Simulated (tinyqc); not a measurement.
Screening the field: polar nitride quantum well with polarisation fields.

Envelope functions on cells of 0.25 angstrom over barrier, well, barrier (widths Lb, Lw, Lb), psi = 0 beyond, psi'/m continuous (mean mass between points), c = hbar^2/2m0. With u(z) the integral of e F (F_w in the well, F_b = -F_w Lw/Lb in the barriers, 1 MV/cm = 0.01 V/angstrom), zero at the centre of the well, the electron sees u plus Vc in the barriers and the hole -u plus Vv. The transition is Eg + E_e + E_h; excitons are left out.

Constants: hbar^2/2m0 = 3.80998211 eV angstrom^2; hc = 1239.841984 eV nm.

Values chosen for the exercise (near those of a GaN well in AlN; shifted at random, so the results belong to these values and not to a real crystal): Lw = 44 angstrom (well width); Lb = 100 angstrom (barrier width); Eg = 3.44 eV (gap of the well); Vc = 1.85 eV (conduction offset); Vv = 0.87 eV (valence offset); me = 0.2 m0 (electron, well); meb = 0.32 m0 (electron, barrier); mh = 1.73 m0 (hole, everywhere).

F_w = -7.9278 MV/cm

Carriers or a semipolar orientation reduce the field; here it is simply scaled in well and barrier.

Results:

| share of the field | F_w (MV/cm) | E (eV) | nm | overlap^2 | separation (angstrom) |
|---|---|---|---|---|---|
| 1.0 | -7.928 | 1.2186 | 1017.4 | 3.9e-07 | 35.5 |
| 0.8 | -6.342 | 1.7682 | 701.2 | 3.9e-06 | 34.3 |
| 0.6 | -4.757 | 2.2973 | 539.7 | 4.8e-05 | 32.7 |
| 0.4 | -3.171 | 2.7956 | 443.5 | 0.00084 | 30.2 |
| 0.2 | -1.586 | 3.2389 | 382.8 | 0.023 | 25.1 |
| 0.0 | 0.000 | 3.5190 | 352.3 | 0.99 | 0.0 |

Full screening shifts the line by -665.1 nm (+2300 meV). The first fifth of the screening gives 550 meV and the last fifth 280 meV; a purely quadratic shift would give a ratio of 9, a linear one 1, and here it is 2.0.

tinyqc: `OMP_NUM_THREADS=1 python tinyqc.py 1281411 1281412 out.jsonl`; about 0.09 s, one thread, shared Intel(R) Xeon(R) Processor @ 2.30GHz.
